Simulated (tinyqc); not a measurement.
Koster-Slater impurity in a tight-binding band, by Green functions and by supercells: one step, computed by the program tinyqc.

One orbital per site, e(k) = -2 t sum cos(k_i) over 1 direction(s), band from -2 t to 2 t, lattice constant 1. One site has the extra energy U. Spin is left out.

Task: Scattering. T = U/(1 - U G0); phase shift delta = -arg(1 - U G0) in (-pi, pi]; host density of states -Im G0/pi; on the impurity -Im[G0/(1 - U G0)]/pi; lifetime of a band state hbar/(-2 c Im T).

Inputs (values chosen for the exercise, for a model band): impurity potential U = -0.958 eV; impurity concentration c = 0.001 per site.

Lattice: chain.

G0(E + i eta) = -0.0127278-0.6347468i 1/eV

Constants: hbar = 6.582119569e-16 eV s.

Give: T matrix; phase shift delta; host density of states; density of states on the impurity; scattering lifetime.

Result:

T matrix = -0.7033-0.4329i eV

phase shift delta = 0.5518 rad

host density of states = 0.2020 1/eV

density of states on the impurity = 0.1502 1/eV

scattering lifetime = 760.1 fs

The Born approximation would take Im T = U^2 Im G0 = -0.583 eV, 1.35 times the full value.
